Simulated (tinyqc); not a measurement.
Inside a calculation. Model: resonant-tunnelling diode, transfer matrices and Tsu-Esaki current.

Numbers from tinyqc (`OMP_NUM_THREADS=1 python tinyqc.py 2600069 2600070 out.jsonl`; about 0.09 s on one thread of a shared Intel Xeon 2.30GHz). Printed values are rounded.

Emitter (band edge 0), barrier d1, well Lw, barrier d2, collector (edge -V). The bias drops linearly over these layers and none in the contacts; each layer is cut into ns equal slices, flat at the value of their centres. E is the energy of motion across the layers, C = hbar^2/(2 m0), psi and psi'/m are continuous. Transport is coherent, T(E) is taken as independent of the transverse momentum, and charge in the well is ignored.

Values chosen for this exercise; masses and offsets close to those of InGaAs wells and InAlAs barriers:

| symbol | value | unit | meaning |
|---|---|---|---|
| T | 77 | K | temperature |
| mw | 0.042 | m0 | mass in the well, spacer and contacts |
| U1 | 0.53 | eV | barrier height |
| m1 | 0.075 | m0 | barrier mass |
| d1 | 2.4 | nm | emitter barrier |
| Lw | 3.6 | nm | well width |
| d2 | 2.4 | nm | collector barrier |
| ns | 2 |  | slices in each layer |
| Ef | 0.076 | eV | Fermi energy of both contacts above their band edges |
| V | 0.11 | V | bias of the collector |
| E | 0.12637 | eV | trial energy |

Constants: q = 1.602176634e-19 C, kB = 1.380649e-23 J/K, hbar = 1.054571817e-34 J s, m0 = 9.1093837015e-31 kg, Vt = kB T/q, hbar^2/(2 m0) = 0.0380998212 eV nm^2. Results are converted to the units shown.

## Slices under bias

U = edge of the layer - V x/Lt at the centre x of each slice, Lt the summed thickness.

U, slice 0 to 5 (eV): [0.5221429, 0.5064286, -0.0432143, -0.0667857, 0.4435714, 0.4278571]
m, slice 0 to 5 (m0): [0.075, 0.075, 0.042, 0.042, 0.075, 0.075]
width, slice 0 to 5 (nm): [1.2, 1.2, 1.8, 1.8, 1.2, 1.2]

## Running product of the slice matrices at the trial energy

For the pair (psi, psi'/m) a flat layer has M = [[cos kd, (m/k) sin kd], [-(k/m) sin kd, cos kd]] with k = sqrt(m (E - U)/C) above its edge U, and M = [[cosh Kd, (m/K) sinh Kd], [(K/m) sinh Kd, cosh Kd]] with K = sqrt(m (U - E)/C) below it. Later slices stand to the left. With M acting on (psi, psi'/m) and v = k/m in each lead, T(E) = 4 vL vR/[(vL vR M12 - M21)^2 + (vR M11 + vL M22)^2]. vL = sqrt(mw E/C)/mw, vR = sqrt(mw (E + V)/C)/mw.

Product after each layer:
```
                   M11    M12 (nm)  M21 (1/nm)         M22
barrier d1    4.164869   0.3442011    46.72216    4.101406
well          4.362420   0.3830614   -47.76653   -3.965119
barrier d2  0.07358341  0.07644442   -13.49366  -0.4282869
```

T(E) = 0.8971604

## Transmission at three energies near the peak

three energies (eV): [0.119148, 0.124448, 0.129748]

The same product at each energy.

T(E) at these energies: [0.2853941, 0.8774394, 0.5045379]

## Breit-Wigner parameters from a parabola through 1/T(E)

Near a resonance 1/T(E) = (1/Tp) [1 + (2 (E - Er)/G)^2]. With y = 1/T(E) at E0 - h, E0, E0 + h: a = (y1 + y3 - 2 y2)/(2 h^2), b = (y3 - y1)/(2 h), Er = E0 - b/(2 a), 1/Tp = y2 - b^2/(4 a), G = 2 sqrt(1/(Tp a)), tau = hbar/G.

Er = 0.1257058 eV
Tp = 0.9529364
G = 8.575668 meV
tau = 76.75344 fs

The true maximum of T(E) lies at 0.12552 eV with height 0.9292 and full width 8.933 meV; the fitted G is 4.0 % below that width.

## Current from the resonance alone

J = J0 times the integral over E > 0 of T(E) N(E), N = ln[(1 + exp((Ef - E)/Vt))/(1 + exp((Ef - V - E)/Vt))], J0 = q^2 mw m0 kB T/(2 pi^2 hbar^3) (times 1e-4 for A/cm^2 per eV). For a sharp resonance J = J0 (pi G/2) Tp N(Er), with Er the peak energy, Tp the peak transmission and G the full width at half maximum (in eV). The three values given are estimates from a parabola through three points of 1/T(E).

J0 = 4.509983e6 A/(cm^2 eV)
N(Er) = 5.578979e-4
J = 0.03229842 kA/cm^2

The full integral over T(E) gives 1.003 kA/cm^2; the value above is 0.032 times it. With the exact position, height and width of the peak (Er = 0.12552 eV, Tp = 0.9292, G = 8.933 meV) the formula is 0.034 times it. Er lies 7.5 kB T above Ef, where N is small, so the tail of the resonance below Ef carries most of the current.
